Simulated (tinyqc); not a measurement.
# Hot electrons in a saturated n-channel MOSFET, lucky-electron model: what changes with what

Beyond pinch-off the lateral field grows as Esat cosh(y/l) over the velocity-saturated region (pseudo-two-dimensional model). Impact ionisation in this region gives the substrate current, which biases the body forward through Rsub. Currents are per width. Local-field laws: they overstate ionisation when the field peak is narrower than an energy relaxation length.

Parameters, values chosen for the exercise; values close to those of silicon n-channel devices: channel length L = 0.8 um; oxide thickness tox = 19 nm; junction depth xj = 290 nm; threshold VT = 0.76 V; effective mobility mu = 410 cm^2/(V s); saturation velocity vs = 8.5e6 cm/s; ionisation prefactor Ai = 2e6 1/cm; ionisation field Bi = 1.86 MV/cm; resistance of the lightly doped drain Rd = 0 ohm um; substrate resistance Rsub = 25000 ohm um; fall of VT per volt of forward body bias kb = 0.42; lifetime exponent m = 3; lifetime constant Hl = 520 s uA/um; drain voltage Vd = 3.4 V; gate voltage Vg = 2.6 V.

Constants: eps0 = 8.8541878128e-14 F/cm where lengths are in cm. Results are converted to the units shown.

Each table varies one quantity; the others keep the values above.

## Effect of the channel length

Cox = 3.9 eps0/tox, l = sqrt(3 tox xj), Esat = 2 vs/mu. Overdrive g = Vg - VT + kb Vb; Vdsat = g Esat L/(g + Esat L); Id = Cox vs (g - Vdsat); dV = Vd - Id Rd - Vdsat; Em = sqrt((dV/l)^2 + Esat^2); Isub = Id (Ai/Bi) l Em exp(-Bi/Em). Vb = Rsub Isub is solved self-consistently. Lifetime tau = (Hl/Id)(Isub/Id)^(-m); 1 year = 3.15576e7 s.

Effect of the channel length:

| L (um) | Id (uA/um) | Em (MV/cm) | Isub (uA/um) | Isub/Id | tau (years) |
|---|---|---|---|---|---|
| 0.4 | 149.5 | 0.2009 | 0.03963 | 2.650e-4 | 5920 |
| 0.57 | 124.4 | 0.1886 | 0.01690 | 1.358e-4 | 5.286e4 |
| 0.8 | 101.4 | 0.1773 | 0.006915 | 6.818e-5 | 5.127e5 |
| 1.1 | 81.71 | 0.1677 | 0.002884 | 3.530e-5 | 4.586e6 |
| 1.6 | 61.72 | 0.1579 | 0.001036 | 1.679e-5 | 5.645e7 |
| 2.3 | 45.97 | 0.1503 | 4.038e-4 | 8.783e-6 | 5.290e8 |
| 3.2 | 34.62 | 0.1448 | 1.833e-4 | 5.295e-6 | 3.205e9 |

As L goes from 0.4 to 3.2 um, Em falls from 0.201 to 0.145 MV/cm, Isub falls from 0.0396 to 1.83e-4 uA/um and tau rises from 5920 to 3.21e9 years. From the first row to the last, log10(tau) changes by 5.7: 5.1 from (Isub/Id)^(-m), which holds Em and l, and 0.64 from 1/Id. At L = 0.4 um the saturated region takes over 60 % of L, so using the full L in Vdsat is rough. In every row tau is a far extrapolation that only says that hot carriers are no limit.

## Effect of the oxide thickness

Same model as above.

Results:

| tox (nm) | Id (uA/um) | Em (MV/cm) | Isub (uA/um) | Isub/Id | tau (years) |
|---|---|---|---|---|---|
| 11 | 175.4 | 0.2303 | 0.1319 | 7.523e-4 | 220.7 |
| 13 | 148.3 | 0.2125 | 0.05689 | 3.836e-4 | 1969 |
| 16 | 120.5 | 0.1924 | 0.01860 | 1.544e-4 | 3.718e4 |
| 20 | 96.35 | 0.1731 | 0.005087 | 5.280e-5 | 1.162e6 |
| 31 | 62.16 | 0.1412 | 2.945e-4 | 4.738e-6 | 2.493e9 |
| 38 | 50.71 | 0.1288 | 6.800e-5 | 1.341e-6 | 1.347e11 |

Estimate the missing row, tox = 25 nm.

Computed row:

| tox (nm) | Id (uA/um) | Em (MV/cm) | Isub (uA/um) | Isub/Id | tau (years) |
|---|---|---|---|---|---|
| 25 | 77.08 | 0.1559 | 0.001256 | 1.629e-5 | 4.946e7 |

With this row back in the table: As tox goes from 11 to 38 nm, Em falls from 0.230 to 0.129 MV/cm, Isub falls from 0.132 to 6.80e-5 uA/um and tau rises from 221 to 1.35e11 years. From the first row to the last, log10(tau) changes by 8.8: 8.2 from (Isub/Id)^(-m), which holds Em and l, and 0.54 from 1/Id. For tox = 13 to 38 nm tau is a far extrapolation that only says that hot carriers are no limit.

## Effect of the drain voltage

Same model as above.

Result of one run:

| Vd (V) | Id (uA/um) | Em (MV/cm) | Isub (uA/um) | Isub/Id | tau (years) |
|---|---|---|---|---|---|
| 3.56 | 101.4 | 0.1894 | 0.01445 | 1.425e-4 | 5.614e4 |

What becomes of these results when the drain voltage Vd is changed from 3.56 to 3.07 V, all else the same?

Result of the changed run:

| Vd (V) | Id (uA/um) | Em (MV/cm) | Isub (uA/um) | Isub/Id | tau (years) |
|---|---|---|---|---|---|
| 3.07 | 101.4 | 0.1525 | 0.001077 | 1.062e-5 | 1.357e8 |

The whole series:

| Vd (V) | Id (uA/um) | Em (MV/cm) | Isub (uA/um) | Isub/Id | tau (years) |
|---|---|---|---|---|---|
| 2.34 | 101.4 | 0.09905 | 9.707e-7 | 9.571e-9 | 1.853e17 |
| 2.59 | 101.4 | 0.1170 | 2.043e-5 | 2.014e-7 | 1.989e13 |
| 2.83 | 101.4 | 0.1346 | 1.883e-4 | 1.857e-6 | 2.539e10 |
| 3.07 | 101.4 | 0.1525 | 0.001077 | 1.062e-5 | 1.357e8 |
| 3.31 | 101.4 | 0.1705 | 0.004377 | 4.316e-5 | 2.021e6 |
| 3.56 | 101.4 | 0.1894 | 0.01445 | 1.425e-4 | 5.614e4 |
| 3.8 | 101.5 | 0.2077 | 0.03756 | 3.702e-4 | 3202 |

As Vd goes from 2.34 to 3.8 V, Em rises from 0.0990 to 0.208 MV/cm, Isub rises from 9.71e-7 to 0.0376 uA/um and tau falls from 1.85e17 to 3200 years. The slope of ln(tau) against 1/Vd is 222 V between the first two rows and 161 V between the last two. In every row tau is a far extrapolation that only says that hot carriers are no limit.

Numbers from tinyqc (`OMP_NUM_THREADS=1 python tinyqc.py 2550087 2550088 out.jsonl`; about 0.01 s on one thread of a shared Intel Xeon 2.30GHz).
